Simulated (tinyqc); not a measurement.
Inside a calculation. Method: coupled-perturbed Hartree-Fock on RHF in the 3-21g basis, for He, spin multiplicity 1. The polarisability along this axis is zero because the basis has no function that the field can mix in; the real value is not. Computed by tinyqc, a small Python program that keeps every step (integrals from PySCF). Settings: charge = 0, multiplicity = 1, basis = 3-21g, method = RHF, energy threshold = 1e-10, iteration cap = 80, orthogonalisation = symmetric, start = Wolfsberg-Helmholz matrix, DIIS depth = 6. Command: `OMP_NUM_THREADS=1 python tinyqc.py 23994 23995 out.jsonl` (the two numbers bound the seeds that draw the settings). One thread of a shared host (Intel(R) Xeon(R) Processor @ 2.60GHz), about 0.08 s of CPU time with the checks. Later iterations appear only in the table of the cycle.

## One-electron integrals

Geometry (angstrom):
```
atom         x         y         z
He    0.000000  0.000000  0.000000
```

Basis 3-21g: exponents (1/bohr^2) and contraction coefficients of normalised primitives:
```
element  l (shell)   exponent  coefficient
He           s (1)  13.626700     0.175230
He           s (1)   1.999350     0.893482
He           s (2)   0.382993     1.000000
```

Overlap, kinetic and nuclear-attraction integrals over the contracted functions; the nuclear repulsion is the sum of Za Zb / Rab.

nuclear repulsion = 0 hartree

overlap S, order 1He 1s, 1He 2s:
$$\begin{pmatrix}
1.000000 & 0.595216 \\
0.595216 & 1.000000
\end{pmatrix}$$

kinetic energy T (hartree), order 1He 1s, 1He 2s:
$$\begin{pmatrix}
3.916124 & 0.578949 \\
0.578949 & 0.574489
\end{pmatrix}$$

nuclear attraction V (hartree), order 1He 1s, 1He 2s:
$$\begin{pmatrix}
-5.489688 & -2.235292 \\
-2.235292 & -1.975129
\end{pmatrix}$$

core Hamiltonian H = T + V (hartree), order 1He 1s, 1He 2s:
$$\begin{pmatrix}
-1.573565 & -1.656343 \\
-1.656343 & -1.400640
\end{pmatrix}$$

## Two-electron integrals

Functions are numbered as in S; the eight-fold symmetry (ij|kl) = (ji|kl) = (kl|ij) leaves the list below.

Two-electron integrals (ij|kl) in chemists' order, unique and non-zero (hartree):
```
(11|11) 1.803255   (21|11) 0.876507   (21|21) 0.452077   (22|11) 0.917008
(22|21) 0.514678   (22|22) 0.698314
```

## Orthogonalisation

S = U s U^T; symmetric (Loewdin) form X = U s^(-1/2) U^T, so that X^T S X = 1.

eigenvalues of S: [0.404784, 1.595216]

X, order 1He 1s, 1He 2s:
$$\begin{pmatrix}
1.181761 & -0.390007 \\
-0.390007 & 1.181761
\end{pmatrix}$$

## Starting guess

The start is the generalised Wolfsberg-Helmholz matrix (K = 1.75) built on H; D = 2 C_occ C_occ^T.

D at the start, order 1He 1s, 1He 2s:
$$\begin{pmatrix}
0.761416 & 0.618462 \\
0.618462 & 0.502347
\end{pmatrix}$$

## Iteration 1: building the Fock matrix

J_ij = sum D_kl (ij|kl), K_ij = sum D_kl (ik|jl); F = H + J - 0.5 K; E = tr D H + tr D J / 2 - 0.25 tr D K + E_nn.

Coulomb J (hartree), order 1He 1s, 1He 2s:
$$\begin{pmatrix}
2.917856 & 1.485119 \\
1.485119 & 1.685638
\end{pmatrix}$$

exchange K (hartree), order 1He 1s, 1He 2s:
$$\begin{pmatrix}
2.684299 & 1.772661 \\
1.772661 & 1.331632
\end{pmatrix}$$

Fock matrix F (hartree), order 1He 1s, 1He 2s:
$$\begin{pmatrix}
0.002142 & -1.057555 \\
-1.057555 & -0.380817
\end{pmatrix}$$

total energy of this density = -2.72415044 hartree

## Iteration 1: diagonalisation and new density

Diagonalise F' = X^T F X, C = X C', fill 1 alpha and 1 beta electrons from the bottom; D = 2 C_occ C_occ^T. Each column has its largest component positive (the first on a tie).

F' = X^T F X (hartree):
$$\begin{pmatrix}
0.919909 & -1.463267 \\
-1.463267 & 0.443335
\end{pmatrix}$$

orbital energies (hartree): MO1 -0.800920, MO2 2.164164

coefficients C, order 1He 1s, 1He 2s:
$$\begin{pmatrix}
0.468423 & 1.152928 \\
0.647641 & -1.062650
\end{pmatrix}$$

D after iteration 1, order 1He 1s, 1He 2s:
$$\begin{pmatrix}
0.438839 & 0.606740 \\
0.606740 & 0.838878
\end{pmatrix}$$

## Iteration 8 (converged): orbitals

converged F (hartree), order 1He 1s, 1He 2s:
$$\begin{pmatrix}
-0.070801 & -1.118003 \\
-1.118003 & -0.499364
\end{pmatrix}$$

As before.

F' = X^T F X (hartree):
$$\begin{pmatrix}
0.855729 & -1.468624 \\
-1.468624 & 0.322402
\end{pmatrix}$$

orbital energies (hartree): MO1 -0.903572, MO2 2.081703

coefficients C, order 1He 1s, 1He 2s:
$$\begin{pmatrix}
0.457919 & 1.157140 \\
0.657278 & -1.056716
\end{pmatrix}$$

D after iteration 8, order 1He 1s, 1He 2s:
$$\begin{pmatrix}
0.419379 & 0.601960 \\
0.601960 & 0.864028
\end{pmatrix}$$

## Convergence

Stop when the energy changes by less than 1e-10 hartree and every element of the error matrix X^T (F D S - S D F) X is below 3e-06.

Course of the cycle:
```
iteration  E (hartree)     change  largest element of the error matrix
1          -2.72415044          -                             7.79e-01
2          -2.83521850  -1.11e-01                             5.07e-02
3          -2.83567987  -4.61e-04                             4.71e-05
4          -2.83567987  -3.11e-10                             2.19e-05
5          -2.83567987  -4.96e-11                             1.43e-05
6          -2.83567987  -1.65e-11                             1.06e-05
7          -2.83567987  -7.44e-12                             8.44e-06
8          -2.83567987  -1.28e-11                             1.82e-09
```

PySCF RHF in the same basis = -2.83567987 hartree

Converged in 8 iterations.

## Populations

Mulliken: Z minus the diagonal of D S on the atom; Loewdin: the same with S^(1/2) D S^(1/2).

Charges (e):
```
atom  Mulliken  Loewdin
1He   0.000000        0
```

## Integrals over molecular orbitals

(pq|rs) = sum C_ip C_jq C_kr C_ls (ij|kl), one index at a time.

one-electron integrals over orbitals h = C^T H C (hartree):
$$\begin{pmatrix}
-1.932108 & -0.319236 \\
-0.319236 & 0.379665
\end{pmatrix}$$

Two-electron integrals over orbitals (pq|rs), unique and non-zero (hartree):
```
(11|11) 1.028537   (21|11) 0.319236   (21|21) 0.261994   (22|11) 0.982016
(22|21) 0.343809   (22|22) 0.998335
```

## Response to a field: uncoupled start

dipole integrals <a|z|i> (bohr), order a2:
$$\begin{pmatrix}
0.000000
\end{pmatrix}$$

Field along z; U_ai = -mu_ai / (e_a - e_i), alpha = -4 sum U_ai mu_ai.

uncoupled U, order a2:
$$\begin{pmatrix}
0.000000
\end{pmatrix}$$

uncoupled polarisability = 0.000000 bohr^3

## Coupled step 1

U_ai = -(mu_ai + sum_bj [4 (ai|bj) - (ab|ij) - (aj|bi)] U_bj) / (e_a - e_i); alpha = -4 sum U_ai mu_ai.

U after step 1, order a2:
$$\begin{pmatrix}
0.000000
\end{pmatrix}$$

polarisability = 0.000000 bohr^3

## Coupled polarisability

Repeat until U stops changing; compare with -d2E/dF2.

Course of the coupled iterations:
```
step  alpha (bohr^3)
0           0.000000
1           0.000000
```

coupled polarisability = 0.000000 bohr^3

finite-field check, fields of +/-0.001 au = 1.78e-09 bohr^3
